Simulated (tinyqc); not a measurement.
From results back to parameters: Franz-Keldysh effect at a direct gap. Two cases, with inputs chosen for the exercise.

Problem. In modulation spectra the extrema of the oscillations lie at E_n = Eg + th (3 pi (n - 1/2)/4)^(2/3) (the phase constant is taken as pi/2 here), with th = (c (e Fd)^2/mr)^(1/3), mr = me mhh/(me + mhh), c = hbar^2/2m0; 1 kV/cm = 1e-5 V/angstrom. Extrema n = 2 and n = 5 are given; Eg and the field are hidden.

Constants: hbar^2/2m0 = 3.80998211 eV angstrom^2.

Find: th; Eg; Fd.

Method. E_n is linear in (3 pi (n - 1/2)/4)^(2/3): the slope is th and the intercept Eg; then e Fd = sqrt(th^3 mr/c).

Case 1.

Values chosen (out of a larger set: near those of GaAs; not measured data): me = 0.0669 m0 (electron mass); mhh = 0.508 m0 (heavy-hole mass).

E_2 = 1.54067 eV
E_5 = 1.70017 eV

Solution.

th = 63.64 meV
Eg = 1.393 eV
Fd = 2.0e+02 kV/cm

Case 2.

Values chosen (out of a larger set: near those of GaAs; not measured data): me = 0.0651 m0 (electron mass); mhh = 0.491 m0 (heavy-hole mass).

E_2 = 1.48706 eV
E_5 = 1.59514 eV

Solution.

th = 43.13 meV
Eg = 1.387 eV
Fd = 1.1e+02 kV/cm

Computed by tinyqc, one run a case: `OMP_NUM_THREADS=1 python tinyqc.py N N+1 out.jsonl` with N = 1682626, 1682734; one thread of a shared Intel(R) Xeon(R) Processor @ 2.30GHz, about 0.01 s a run at most.
